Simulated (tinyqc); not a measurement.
# Changing the J1

Model: polytypes and stacking faults of a tetrahedral semiconductor in an axial Ising model with couplings up to third neighbours. Computed by tinyqc, a small Python program. Command: `OMP_NUM_THREADS=1 python tinyqc.py 3028684 3028685 out.jsonl polytype sweep`. One thread of a shared host (Intel(R) Xeon(R) Processor @ 2.30GHz), about 0.02 s of CPU time with the checks.

Each double layer has s = +1 or -1 for the sense of its stacking step; E per pair of atoms = E0 - sum_n J_n <s_i s_(i+n)>, n = 1, 2, 3. Hexagonality h = (1 - <s_i s_(i+1)>)/2.

Inputs (values chosen for the exercise, of the order of those of GaN for J, a, G and the gaps):
```
quantity                   value      unit
J2                        -0.448  meV/pair
J3                         0.051  meV/pair
basal lattice constant a    3.19  angstrom
shear modulus G              116       GPa
Poisson ratio nu            0.22         -
gap of 3C                    3.3        eV
gap of 4H                    3.4        eV
```

Host polytype: 2H.

correlations of the repeat units 3C (+), 2H (+-), 4H (++--), 6H (+++---), 15R (+++--), 8H (++++----), 21R (++++---), 9R (++-):
```
         n = 1      n = 2      n = 3
3C    1.000000   1.000000   1.000000
2H   -1.000000   1.000000  -1.000000
4H    0.000000  -1.000000   0.000000
6H    0.333333  -0.333333  -1.000000
15R   0.200000  -0.600000  -0.600000
8H    0.500000   0.000000  -0.500000
21R   0.428571  -0.142857  -0.714286
9R   -0.333333  -0.333333   1.000000
```

fault coefficients k_n:
```
    J1  J2  J3
I1  -2   4  -6
I2  -4   4  -4
E   -6   4  -6
```

Constants: 1 eV/angstrom^2 = 16.02176634 J/m^2.

Method:
- E - E(3C) = sum_n J_n (1 - C_n), C_n = <s_i s_(i+n)>. The gap is taken linear in h between 3C (h = 0) and 4H (h = 1/2), a rough rule, with a dash beyond.
- Faults in 2H: the sequences I1 (+), I2 (++), E (+++) are put between perfect repeats; k_n = (layers x C_n of the host) - sum_i s_i s_(i+n). gamma = sum k_n J_n/A, A = (sqrt 3/2) a^2; 1 meV/angstrom^2 = 16.02177 mJ/m^2.
- Screw line, bounded by the I2 fault of energy gamma: b = a, partials b_p = a/sqrt 3; d = G b_p^2 (2 - 3 nu)/(8 pi gamma (1 - nu)). One partial is driven off by the shear stress gamma/b_p along its Burgers vector.

One run for each value; columns: (1) J1 (meV/pair); (2) E(2H) - E(3C) (meV/pair); (3) E(4H) - E(3C) (meV/pair); (4) E(6H) - E(3C) (meV/pair); (5) energy of the glide fault, I2 (mJ/m^2); (6) splitting width d (nm):
```
(1)        (2)     (3)      (4)     (5)     (6)
-7.37  -14.638  -8.215  -5.4087  49.966   5.383
-6.89  -13.678  -7.735  -5.0887  46.476   5.787
-6.42  -12.738  -7.265  -4.7753  43.058   6.246
-5.94  -11.778  -6.785  -4.4553  39.567   6.798
-5.47  -10.838  -6.315  -4.1420  36.149   7.440
-5.00   -9.898  -5.845  -3.8287  32.732   8.217
-4.52   -8.938  -5.365  -3.5087  29.241   9.198
-4.05   -7.998  -4.895  -3.1953  25.823  10.415
-3.57   -7.038  -4.415  -2.8753  22.333  12.043
```

What does the table show, and why?

Over the rows, E(2H) - E(3C) (meV/pair) rises from -14.6 to -7.04; E(4H) - E(3C) (meV/pair) rises from -8.21 to -4.42; E(6H) - E(3C) (meV/pair) rises from -5.41 to -2.88. All energies are linear in J1, with slopes 2, 1 and 2/3 for 2H, 4H and 6H: twice the hexagonality.

Extremes, crossings and ranges named in words are read from the listed rows.
